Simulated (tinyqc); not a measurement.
Worked calculation: six-band Luttinger-Kohn model with strain. Values are carried at full precision from step to step, so a last printed digit may differ when a step is redone from the rounded ones.

Constants: hbar^2/2m0 = 3.80998211 eV angstrom^2.

Inputs chosen for the exercise (near those of Si; not measured data): C11 = 164.4 GPa; C12 = 64.4 GPa; C44 = 79.8 GPa; load = uniaxial [001] (kind of stress); X = -1.44 GPa (stress); Dso = 0.044 eV (spin-orbit splitting); g1 = 4.29 (Luttinger gamma1); g2 = 0.34 (gamma2); g3 = 1.44 (gamma3); av = 2.45 eV (valence hydrostatic potential); b = -2.1 eV (tetragonal shear potential); d = -4.8 eV (trigonal shear potential); k = (-0.02, 0.051, 0) 1/angstrom (wave vector); kmax = 0.08 1/angstrom (end of the path).

## Strain from a uniaxial [001] stress

s11 = (C11 + C12)/((C11 - C12)(C11 + 2 C12)), s12 = -C12/((C11 - C12)(C11 + 2 C12)), s44 = 1/C44; exx = s11 sxx + s12 (syy + szz) and cyclic, exy = s44 sxy/2; tension is positive. A uniaxial stress X along the unit vector n is s_ij = X n_i n_j.

s11, s12, s44 (1/TPa): 7.8035  -2.1965  12.5313

strain tensor:
```
          x         y          z
x  0.003163  0.000000   0.000000
y  0.000000  0.003163   0.000000
z  0.000000  0.000000  -0.011237
```

The volume changes by -0.491 %; there is no shear in the cubic axes, so d does not enter.

## The terms P, Q, R, S at one k

P = c g1 k^2 - av tr(e); Q = c g2 (kx^2 + ky^2 - 2 kz^2) - (b/2)(exx + eyy - 2 ezz); R = c sqrt3 [-g2 (kx^2 - ky^2) + 2i g3 kx ky] + (sqrt3/2) b (exx - eyy) - i d exy; S = 2 c sqrt3 g3 (kx - i ky) kz - d (exz - i eyz); c = hbar^2/2m0, e the strain tensor (not engineering shear).

Form the four terms.

Terms (eV):

| term | from k | from strain |
|---|---|---|
| P | 0.04905 | 0.01203 |
| Q | 0.00389 | 0.03024 |
| R | 0.00494-0.01939i | 0.00000 |
| S | 0.00000 | 0.00000 |

## The Hamiltonian

Six-band Luttinger-Kohn model in the basis |3/2,3/2>, |3/2,1/2>, |3/2,-1/2>, |3/2,-3/2>, |1/2,1/2>, |1/2,-1/2>, electron energies, zero at the top of the unstrained valence band. H = -[rows: (P+Q, -S, R, 0, -S/r2, r2 R); (-S*, P-Q, 0, R, -r2 Q, r32 S); (R*, 0, P-Q, S, r32 S*, r2 Q); (0, R*, S*, P+Q, -r2 R*, -S*/r2); (-S*/r2, -r2 Q, r32 S, -r2 R, P+Dso, 0); (r2 R*, r32 S*, r2 Q, -S/r2, 0, P+Dso)], r2 = sqrt(2), r32 = sqrt(3/2). Levels are twofold.

Each term is the sum of its two parts.

H(k) (eV), lower triangle (Hermitian):
```
                  3/2,3/2          3/2,1/2  3/2,-1/2        3/2,-3/2  1/2,1/2  1/2,-1/2
3/2,3/2           -0.0952
3/2,1/2                 0          -0.0270
3/2,-1/2  -0.0049-0.0194i                0   -0.0270
3/2,-3/2                0  -0.0049-0.0194i         0         -0.0952
1/2,1/2                 0           0.0483         0  0.0070-0.0274i  -0.1051
1/2,-1/2  -0.0070-0.0274i                0   -0.0483               0        0   -0.1051
```

## Levels and their make-up

Diagonalise H. The weights add +m and -m and are averaged over each pair; m is taken along z.

levels from the top, each twofold (eV): -0.0035  -0.0741  -0.1496

weights:
```
               top  second  third
|3/2,+-3/2>  0.005   0.711  0.284
|3/2,+-1/2>  0.825   0.028  0.147
|1/2,+-1/2>  0.170   0.262  0.569
```

The top pair is 83 % |3/2,+-1/2>, the second pair is 71 % |3/2,+-3/2> and the third pair is 57 % |1/2,+-1/2>.

## Band edges at k = 0
Diagonalise H at k = 0. The weights add +m and -m (m along z) and are averaged over each pair.

edges from the top (eV): 0.0377  -0.0423  -0.0755

weights at k = 0:
```
               top  second  third
|3/2,+-3/2>  0.000   1.000  0.000
|3/2,+-1/2>  0.828   0.000  0.172
|1/2,+-1/2>  0.172   0.000  0.828
```

The stress splits the top two pairs by 80.0 meV, 3.09 times kT at 300 K (25.85 meV); the third lies 113.3 meV below the top, against Dso = 44 meV without stress.

## The edges in closed form

With R = S = 0: P = -av tr(e), Q = -(b/2)(exx + eyy - 2 ezz), W = sqrt(Dso^2 + 2 Dso Q + 9 Q^2); E(HH) = -P - Q, E(LH) and E(SO) = -P + (Q - Dso +/- W)/2. Without the coupling to the split-off band E(LH) = -P + Q.

P = 0.01203 eV
Q = 0.03024 eV
W = 0.11326 eV

E(HH), E(LH), E(SO) (eV): -0.0423  0.0377  -0.0755

E(LH) without the coupling = 0.0182 eV

The light-hole edge is on top. The coupling raises the light-hole edge by 19.5 meV; to lowest order it is 2 Q^2/Dso = 41.6 meV, with |Q|/Dso = 0.69.

## Hole masses at the edges

Curvature at k = 0: m/m0 = -2 c h^2/(E(h u) + E(-h u) - 2 E(0)) with h = 0.0002 1/angstrom along the unit vector u.

Hole masses (m0):

| direction | top | second | third |
|---|---|---|---|
| [110] | 0.274 | 0.216 | 0.218 |
| [1-10] | 0.274 | 0.216 | 0.218 |
| [100] | 0.274 | 0.216 | 0.218 |
| [001] | 0.179 | 0.277 | 0.272 |

Of the directions listed, the top pair is lightest along [001] (0.179) and heaviest along [110], [1-10] and [100] (0.274). These masses hold only for hole energies well below the splitting of 80 meV.

## Bands along [100] and [001]

Six points from 0 to kmax in each direction.

Levels (eV):

| direction | \|k\| (1/angstrom) | top | second | third | top, no stress | second, no stress |
|---|---|---|---|---|---|---|
| [100] | 0.000 | 0.0377 | -0.0423 | -0.0755 | 0.0000 | 0.0000 |
| [100] | 0.016 | 0.0342 | -0.0468 | -0.0801 | -0.0035 | -0.0048 |
| [100] | 0.032 | 0.0235 | -0.0599 | -0.0939 | -0.0141 | -0.0191 |
| [100] | 0.048 | 0.0058 | -0.0807 | -0.1181 | -0.0317 | -0.0418 |
| [100] | 0.064 | -0.0190 | -0.1083 | -0.1536 | -0.0563 | -0.0718 |
| [100] | 0.080 | -0.0509 | -0.1421 | -0.2009 | -0.0880 | -0.1077 |
| [001] | 0.000 | 0.0377 | -0.0423 | -0.0755 | 0.0000 | 0.0000 |
| [001] | 0.016 | 0.0323 | -0.0458 | -0.0791 | -0.0035 | -0.0048 |
| [001] | 0.032 | 0.0160 | -0.0564 | -0.0899 | -0.0141 | -0.0191 |
| [001] | 0.048 | -0.0111 | -0.0740 | -0.1080 | -0.0317 | -0.0418 |
| [001] | 0.064 | -0.0489 | -0.0986 | -0.1334 | -0.0563 | -0.0718 |
| [001] | 0.080 | -0.0971 | -0.1303 | -0.1665 | -0.0880 | -0.1077 |

## Checks

- Levels against the same model in the basis X, Y, Z times spin: they agree to 1e-10 or better.
- Closed-form edges against the diagonalisation: they agree to 1e-10 or better.

Run: tinyqc, `OMP_NUM_THREADS=1 python tinyqc.py 1081525 1081526 out.jsonl`; Intel(R) Xeon(R) Processor @ 2.30GHz, one thread, shared host; about 0.07 s of CPU time with all checks.
